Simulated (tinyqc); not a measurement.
# Worked calculation: valence-band offset from core levels (Kraut method), with the dipole against the affinity rule

Numbers from tinyqc (`OMP_NUM_THREADS=1 python tinyqc.py 2410131 2410132 out.jsonl`; about 0.01 s on one thread of a shared Intel Xeon 2.30GHz). Printed values are rounded.

Binding energies are counted downwards from the Fermi level. dEv > 0 means that the valence edge of B lies below that of A, dEc > 0 that the conduction edge of B lies above that of A; dEc + dEv = EgB - EgA. The spectra are made-up values treated as data.

Inputs (values chosen for the exercise); gaps and affinities close to those of gallium arsenide (A) and silicon nitride (B):
- EgA = 1.42 eV (gap of the substrate A)
- EgB = 5.3 eV (gap of the overlayer B)
- chiA = 4.14 eV (electron affinity of A)
- chiB = 2.09 eV (electron affinity of B)
- cA = 91.68 eV (core level of bare A)
- cB = 16.57 eV (core level of thick B)
- vB = 2.57 eV (valence-band maximum of thick B)
- ei = 4.4 (relative permittivity inside the dipole layer)
- dd = 0.19 nm (thickness of the dipole layer)
- iA = 91.9 eV (core level of A under a thin film of B)
- iB = 16.56 eV (core level of B in that thin film)
- bg = 47 (background counts in the gap)

Constants: q = 1.602176634e-19 C, eps0 = 8.8541878128e-14 F/cm where lengths are in cm. Results are converted to the units shown.

## Valence-band maximum of bare A

```
point	binding energy (eV)	counts on the leading edge
0	0.89	501
1	1.01	706
2	1.13	933
3	1.25	1126
4	1.37	1372
5	1.49	1576
```

Fit a straight line to the leading edge by least squares; the maximum vA lies where it meets the background.

slope = 1801.43 counts/eV
intercept = -1108.03 counts
vA = 0.641176 eV

## Offsets

dEv = (iB - iA) - (cB - vB) + (cA - vA), dEc = EgB - EgA - dEv.

cA - vA = 91.0388 eV
cB - vB = 14 eV
iB - iA = -75.34 eV
dEv = 1.69882 eV
dEc = 2.18118 eV

The alignment is type I (straddling). Both offsets exceed 1 eV, the usual requirement for a gate dielectric. A rigid shift of all levels, by charging or doping, cancels in the differences.

## Interface dipole

The affinity rule gives dEc(0) = chiA - chiB; the dipole step is D = dEc - dEc(0), and two sheets of opposite charge dd apart hold N = eps0 ei |D|/(q dd).

dEc(0) = 2.05 eV
D = 0.131176 eV
N = 1.67878e13 cm^-2
field in the dipole layer = 6.90402 MV/cm

N is 0.024 elementary charges for each of about 7e14 surface atoms per cm^2.
